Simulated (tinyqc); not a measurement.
Along the channel and with depth: stress in a transistor channel from embedded alloy regions, liners and fins, by half-space elasticity. Computed by tinyqc, a small Python program. Command: `OMP_NUM_THREADS=1 python tinyqc.py 3023658 3023659 out.jsonl stressor walk`. One thread of a shared host (Intel(R) Xeon(R) Processor @ 2.30GHz), about 0.01 s of CPU time with the checks.

Plane strain in an isotropic half-space, the same constants everywhere; x along the channel from its centre, y downwards from the free surface; stress is positive in tension.

Inputs (values chosen for the exercise, modelled on silicon): alloy fraction x = 0.38; lattice change per unit x, beta = 0.0424; Young's modulus E = 172 GPa; Poisson ratio nu = 0.26; channel length L = 114 nm; length of each stressor S = 150 nm; recess depth d = 25 nm; depth of the field point y = 5.4 nm.

Stressor: Si(1-x)Ge(x) source and drain.

Method. Misfit e = beta x. A fully constrained inclusion holds the stress -p with p = E e/(1 - 2 nu); a blanket film would hold -E e/(1 - nu) in the plane. A line element dA of misfit at (a, c) in the half-space gives, with C = E e/(2 pi (1 - nu)), X = x - a, r1^2 = X^2 + (y - c)^2, r2^2 = X^2 + Y^2, Y = y + c: s_xx = -C dA {[X^2 - (y - c)^2]/r1^4 + 3 [X^2 - Y^2]/r2^4 + 4 y Y (Y^2 - 3 X^2)/r2^6}, s_yy = C dA {[X^2 - (y - c)^2]/r1^4 - [X^2 - Y^2]/r2^4 + 4 y Y (Y^2 - 3 X^2)/r2^6}. These are integrated over two rectangles, L/2 < |a| < L/2 + S, 0 < c < d (closed form in a, 200 Gauss-Legendre points in c).

misfit e = 0.016112

Stress (MPa):
```
2x/L  s_xx at y  s_yy at y  s_xx at d/2  s_xx at 1.5 d
0.0     -1303.2    -11.695      -1124.7        -418.94
0.2     -1344.5    -13.061      -1141.3        -401.39
0.4     -1471.0    -17.041      -1183.6        -350.33
0.6     -1676.8    -19.416      -1223.4        -270.65
0.8     -1832.3     34.720      -1251.0        -143.56
```

Near the surface s_xx changes by +41 % from the centre to 2x/L = 0.8. At the centre, s_xx at half the recess depth is 0.86 of its value at y, and below the recess 0.32. An element acts with the sign of X^2 - (y - c)^2, so its direct term reverses where the offset in depth exceeds the lateral distance, and the image terms that amplify the stress near the surface fade with depth.
